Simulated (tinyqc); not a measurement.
Vacuum evaporation: vapour pressure, source flux, thickness distribution, purity and step coverage: one step, computed by the program tinyqc.

Molecular flow, unit sticking of the metal, no re-evaporation. The background gas is taken as water vapour (18.015 g/mol, collision diameter 0.37 nm) at 300 K.

Task: Rate and uniformity on a fixed wafer above the source. A small source emits (n + 1) Phi area cos^n(phi)/(2 pi) per solid angle; on a parallel plane at height h and lateral distance l the arrival rate is (n + 1) Phi area/(2 pi h^2) x (1 + (l/h)^2)^(-(n + 3)/2). Growth rate = arrival rate x m/rho, m = M u. The wafer is fixed and centred above the source.

Inputs (values chosen for the exercise, modelled on silver, with constants for the liquid):
```
quantity,value,unit
molar mass M,107.87,g/mol
film density rho,10.5,g/cm^3
source temperature T,1220,K
source area,0.48,cm^2
directionality n,3,-
source-to-wafer distance h,48,cm
wafer radius R,5,cm
```

flux Phi = 1.948221e+17 1/(cm^2 s)

Constants: u = 1.6605390666e-27 kg.

Give: arrival rate at the centre; growth rate at the centre; edge over centre; non-uniformity (max - min)/(max + min); share of the material that lands on the wafer, 1 - (1 + (R/h)^2)^(-(n + 1)/2).

Result:

arrival rate at the centre = 2.584e+13 1/(cm^2 s)

growth rate at the centre = 0.004408 nm/s

edge over centre = 0.9681

non-uniformity (max - min)/(max + min) = 1.619 %

share of the material that lands on the wafer, 1 - (1 + (R/h)^2)^(-(n + 1)/2) = 2.135 %
